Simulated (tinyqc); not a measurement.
# Worked calculation: metal gate on a two-layer dielectric stack with fixed charge and a dipole

Computed by the program tinyqc: `OMP_NUM_THREADS=1 python tinyqc.py 2010001 2010002 out.jsonl`, one thread of a shared Intel Xeon 2.30GHz, about 0.01 s for the whole run. Printed values are rounded.

Gate, layer 2, layer 1, p-type semiconductor; x runs from the gate inwards. Charges are counted in units of +q. psi is the band bending at the surface, positive towards inversion. Classical charge, Boltzmann statistics, no interface traps.

Values chosen for this exercise; band and dielectric values those of a made-up semiconductor, layer 1 close to aluminium oxide, layer 2 close to hafnium oxide:
```
symbol    value   unit                                               meaning
T           300      K                                           temperature
Eg        0.592     eV                                              band gap
eps_r      11.5                                        relative permittivity
Nc      1.83e17  cm^-3                conduction-band density of states at T
Nv      9.66e18  cm^-3                   valence-band density of states at T
chi        5.34     eV                                     electron affinity
Na       9.6e16  cm^-3                                      acceptor density
pM         4.35     eV                       work function of the gate metal
t1          0.8     nm       thickness of layer 1, next to the semiconductor
e1         8.92                             relative permittivity of layer 1
t2          1.9     nm                thickness of layer 2, next to the gate
e2         22.9                             relative permittivity of layer 2
Q1       6.4e10  cm^-2           fixed charge at the semiconductor interface
Q2       1.4e12  cm^-2                       fixed charge between the layers
r1            0  cm^-3                     uniform charge density in layer 1
r2            0  cm^-3                     uniform charge density in layer 2
Vd            0      V  flat-band shift by a dipole layer between the layers
ps        -0.06      V                 band bending psi of the working point
```

Constants: q = 1.602176634e-19 C, kB = 1.380649e-23 J/K, Vt = kB T/q, eps0 = 8.8541878128e-14 F/cm where lengths are in cm. Results are converted to the units shown.

## Equivalent thickness and work-function difference

EOT = 3.9 (t1/e1 + t2/e2), Cox = eps0/(t1/e1 + t2/e2); phi_ms = pM - (chi + Eg - Vt ln(Nv/Na)).

EOT = 0.6733566 nm
Cox = 5.128239 uF/cm^2
share of layer 1 in the EOT = 51.94511 %
phi_ms = -1.462786 V

## Flat-band voltage, term by term

EOT = 3.9 (t1/e1 + t2/e2), Cox = eps0/(t1/e1 + t2/e2); phi_ms = pM - (chi + Eg - Vt ln(Nv/Na)). Vfb = phi_ms + Vd - (q/eps0) [Q1 (t1/e1 + t2/e2) + Q2 t2/e2 + r1 (t1^2/(2 e1) + t1 t2/e2) + r2 t2^2/(2 e2)]: each charge counts with its electrical distance from the gate.

terms (V): phi_ms -1.462786, dipole 0.000000, Q1 -0.002000, Q2 -0.021019, r1 0.000000, r2 0.000000
Vfb = -1.485804 V

Apart from phi_ms the largest term is that of Q2, -21.0 mV; all charges and the dipole together move Vfb by -23.0 mV.

## Threshold voltage

ni = sqrt(Nc Nv) exp(-Eg/(2 Vt)), Eg in volts, pB = Vt ln(Na/ni), Vth = Vfb + 2 pB + sqrt(4 q eps0 eps_r Na pB)/Cox.

ni = 1.416227e13 cm^-3
pB = 0.2280540 V
depletion charge = 0.1195261 uC/cm^2
Vth = -1.006389 V

## Charge in the semiconductor

ni = sqrt(Nc Nv) exp(-Eg/(2 Vt)), Eg in volts. Qs = -sign(psi) sqrt(2 q eps0 eps_r Na Vt [exp(-u) + u - 1 + (ni/Na)^2 (exp(u) - u - 1)]), u = psi/Vt.

Qs = 0.07455278 uC/cm^2

The surface is accumulated.

## Fields and voltage drops

Gauss: D = -Qs just inside the semiconductor; going towards the gate subtract q Q1, then q r1 t1, q Q2 and q r2 t2. Field = D/(eps0 e); the drop over a layer is its mean field times its thickness; Vg = phi_ms + Vd + psi + both drops.

```
place,D (uC/cm^2),field (MV/cm)
"layer 2, gate side",-0.3091114,-0.1524512
"layer 2, inner side",-0.3091114,-0.1524512
"layer 1, outer side",-0.0848067,-0.1073783
"layer 1, semiconductor side",-0.0848067,-0.1073783
semiconductor surface,-0.0745528,-0.0732179
```

drop over layer 2 = -0.02896573 V
drop over layer 1 = -0.008590266 V
Vg = -1.560342 V

The same Vg follows from Vfb + psi - Qs/Cox. The largest field, 0.152 MV/cm in size, is at: layer 2, gate side.
